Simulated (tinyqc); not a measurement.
Luttinger-Kohn k.p, four valence bands, step by step. One step of it, computed by the program tinyqc.

Question. Levels at k. Diagonalise the Hermitian matrix.

H(k) at k (eV):
```
                      3/2                  1/2                 -1/2                 -3/2
3/2              0.092894   0.089111+0.020793i  -0.029595-0.020122i             0.000000
1/2    0.089111-0.020793i             0.131967             0.000000  -0.029595-0.020122i
-1/2  -0.029595+0.020122i             0.000000             0.131967  -0.089111-0.020793i
-3/2             0.000000  -0.029595+0.020122i  -0.089111+0.020793i             0.092894
```

Give: eigenvalues.

Answer.

eigenvalues (eV): 0.0123  0.0123  0.2126  0.2126
